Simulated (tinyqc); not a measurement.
## Zener tunnelling in a reverse-biased junction, two-band WKB: effect of temperature

Abrupt p-n junction, depletion approximation. Energies E are counted from the conduction-band edge of the neutral n side; its Fermi level lies at dn, that of the p side at dn - V, and the valence-band edge of the neutral p side at Em = dn + dp - V. Tunnelling needs 0 < E < Em. Two-band dispersion with equal masses m: inside the gap kappa = sqrt(m u (1 - u/Eg)/C), u the distance from a band edge, C = hbar^2/(2 m0).

Nc and Nv are given at 77 K and scale as (T/77 K)^1.5; Eg, m and eps_r are held. Nd = Nc F12(dn/Vt), Na = Nv F12(dp/Vt), F12(x) = (2/sqrt(pi)) int_0^infinity sqrt(u)/(1 + exp(u - x)) du; dn = EF - Ec on the n side, dp = Ev - EF on the p side (negative outside the bands); Vbi = Eg + dn + dp. W = sqrt(2 eps0 eps_r (Vbi - V)(1/Na + 1/Nd)/q), mean field F = (Vbi - V)/W, peak field 2 F. In a uniform field F the exponent is S = pi sqrt(m/C) Eg^1.5/(4 F). Transverse energy Et = C kt^2/m raises it to S (1 + 4 Et/Eg), so T = exp(-S) exp(-Et/Eb) with Eb = Eg/(4 S). KJ = (2 q^2/h) m/(4 pi C) (times 1e14 for A/cm^2 per eV^2). J = KJ exp(-S) Eb times the integral from 0 to Em of [f(E - dn) - f(E - dn + V)] [1 - exp(-min(E, Em - E)/Eb)] dE, f(x) = 1/(1 + exp(x/Vt)), with S and Eb from the mean field; J > 0 flows from p to n.

Inputs (values chosen for the exercise); band and dielectric values close to those of In0.53Ga0.47As:
- Eg = 0.75 eV (band gap)
- eps_r = 13.8 (relative permittivity)
- Nc = 2.73e16 cm^-3 (conduction-band density of states at 77 K)
- Nv = 1.02e18 cm^-3 (valence-band density of states at 77 K)
- m = 0.052 m0 (band-edge mass of the two-band model)
- Na = 4e18 cm^-3 (acceptor density)
- Nd = 2.9e18 cm^-3 (donor density)
- V = -1.4 V (bias of the p side)

Constants: q = 1.602176634e-19 C, kB = 1.380649e-23 J/K, hbar = 1.054571817e-34 J s, h = 6.62607015e-34 J s, m0 = 9.1093837015e-31 kg, Vt = kB T/q, eps0 = 8.8541878128e-14 F/cm where lengths are in cm, hbar^2/(2 m0) = 0.0380998212 eV nm^2. Results are converted to the units shown.

Effect of temperature:
```
T (K)  Vbi (V)  mean field (MV/cm)      S  J (A/cm^2)
50      0.9490              0.5088  11.71      -153.9
100     0.9458              0.5085  11.72      -152.2
150     0.9404              0.5079  11.73      -149.5
200     0.9331              0.5071  11.75      -145.8
300     0.9140              0.5050  11.80      -136.7
400     0.8901              0.5024  11.86      -125.9
```

What does the table show?

Vbi falls from 0.949 to 0.890 V, S rises from 11.7 to 11.9, and |J| falls from 154 to 126 A/cm^2, a spread of a factor 1.22. That is small against a thermally activated current. The shrinking of the gap with temperature, left out here, would raise J.

Range of the model: Parabolic densities of states, no band tails and no gap narrowing, all of which matter at such doping.

tinyqc, about 0.01 s, one thread, Intel Xeon 2.30GHz (shared host): `OMP_NUM_THREADS=1 python tinyqc.py 2620088 2620089 out.jsonl`
